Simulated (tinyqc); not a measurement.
Born-von Karman spring model of a cubic crystal with one atom per cell. Inputs raised by 5 %, one at a time. Computed by tinyqc, a small Python program. Command: `OMP_NUM_THREADS=1 python tinyqc.py 3016710 3016711 out.jsonl springs sens`. One thread of a shared host (Intel(R) Xeon(R) Processor @ 2.30GHz), about 0.4 s of CPU time with the checks.

First neighbours lie at a/2 (1,1,1) (8 of them), second at a (1,0,0) (6), with all permutations and signs; the volume per atom is Omega = a^3/2.

Inputs (values chosen for the exercise, for a model crystal):
```
quantity               value           unit
lattice constant a      3.76       angstrom
atomic mass M           59.9              u
radial spring k1L       3.73  eV/angstrom^2
transverse spring k1T      0  eV/angstrom^2
radial spring k2L        1.1  eV/angstrom^2
transverse spring k2T      0  eV/angstrom^2
mesh divisions n          10              -
temperature T            400              K
```

Lattice: bcc.

Constants: 1 eV/angstrom^3 = 160.2176634 GPa; u = 1.6605390666e-27 kg; nu for 1 eV/(angstrom^2 u) = 15.6333042 THz; h x 1 THz = 4.135667696 meV; k_B = 8.617333262e-05 eV/K; hbar^2/u = 4.18015928e-03 eV angstrom^2; hbar = 1.054571817e-34 J s; k_B = 1.380649e-23 J/K.

Method:
- [ij,kl] = (1/(2 Omega)) sum_R K_ij R_k R_l; C11 = [xx,xx], C44 = [xx,yy], C12 = 2 [xy,xy] - C44; B = (C11 + 2 C12)/3; Zener ratio A = 2 C44/(C11 - C12). K(R) = kL n n^T + kT (1 - n n^T).
- rho = M/Omega and v = sqrt(C/rho), with C = C11, C44, C44 along [100]; (C11 + C12 + 2 C44)/2, C44, (C11 - C12)/2 along [110]; (C11 + 2 C12 + 4 C44)/3 and twice (C11 - C12 + C44)/3 along [111].
- A neighbour at R with unit vector n couples by the matrix K(R) = kL n n^T + kT (1 - n n^T), and D(q) = (1/M) sum_R K(R) [1 - cos(q.R)].
- An eigenvalue lambda of D in eV/(angstrom^2 u) gives nu = 15.6333042 THz x sqrt(lambda).
- Take the highest frequency at H = (1, 0, 0) (2 pi/a).
- Mesh: q = sum_i (m_i + 1/2)/n b_i, m_i = 0..n-1, with b = [[0, 1, 1], [1, 0, 1], [1, 1, 0]] in 2 pi/a; sums are averages over the n^3 points, per atom.
- With x = h nu/(k_B T) and n = 1/(exp(x) - 1) for each mode: F = k_B T [x/2 + ln(1 - exp(-x))], U = k_B T x (n + 1/2), S/k_B = x n - ln(1 - exp(-x)), C/k_B = x^2 n (n + 1).
- <u_x^2> = (1/3) sum over modes of hbar^2/(2 M h nu) coth(x/2); zero-point energy = sum h nu/2. <u_x^2> converges slowly with the mesh, from below, with an error of order 1/n.
- Christoffel matrix G_xx = C11 n_x^2 + C44 (1 - n_x^2), G_xy = (C12 + C44) n_x n_y, with eigenvalues rho v^2; v_m^-3 is the mean of v^-3 over three branches and all directions (12 Gauss-Legendre points in cos(theta) times 24 angles phi = (j + 1/2) pi/12); q_D = (6 pi^2/Omega)^(1/3); Theta = hbar v_m q_D/k_B.

Runs; columns: (1) input moved; (2) from; (3) to; (4) C11 (GPa); (5) highest frequency at H (THz); (6) elastic Debye temperature (K); (7) zero-point energy (meV/atom):
```
(1)                                 (2)     (3)    (4)    (5)    (6)    (7)
base run                              -       -  199.7  9.009  495.0  41.96
lattice constant a (angstrom)      3.76   3.948  190.2  9.009  495.0  41.96
atomic mass M (u)                  59.9  62.895  199.7  8.792  483.1  40.95
radial spring k1L (eV/angstrom^2)  3.73  3.9165  205.0  9.232  501.7  42.78
radial spring k2L (eV/angstrom^2)   1.1   1.155  204.4  9.009  500.5  42.17
temperature T (K)                   400     420  199.7  9.009  495.0  41.96
```

Exponents ln(y'/y) / ln(x'/x):
```
input                  C11  highest frequency at H  elastic Debye temperature  zero-point energy
lattice constant a  -1.000                     0.0                      0.000              0.000
atomic mass M        0.000                    -0.5                     -0.500             -0.500
radial spring k1L    0.537                     0.5                      0.274              0.399
radial spring k2L    0.475                     0.0                      0.225              0.105
temperature T        0.000                     0.0                      0.000              0.000
```

Among the inputs moved here: C11 answers most in size to lattice constant a (exponent -1.000), next to radial spring k1L (+0.537); its exponent is below 0.0005 for atomic mass M, temperature T. Its exponent -1.000 in lattice constant a: at fixed springs C scales as k/a. Highest frequency at H answers most in size to atomic mass M (exponent -0.500), and about equally to radial spring k1L (+0.500); its exponent is below 0.0005 for lattice constant a, radial spring k2L, temperature T. Its exponent -0.500 in atomic mass M: every frequency scales as M^(-1/2). Elastic Debye temperature answers most in size to atomic mass M (exponent -0.500), next to radial spring k1L (+0.274); its exponent is below 0.0005 for lattice constant a, temperature T. Its exponent 0.000 in lattice constant a: v_m grows as a and q_D falls as 1/a. Its exponent -0.500 in atomic mass M: frequencies scale as M^(-1/2). Zero-point energy answers most in size to atomic mass M (exponent -0.500), next to radial spring k1L (+0.399); its exponent is below 0.0005 for lattice constant a, temperature T. Its exponent -0.500 in atomic mass M: frequencies scale as M^(-1/2).

Extremes, crossings and ranges named in words are read from the listed rows.
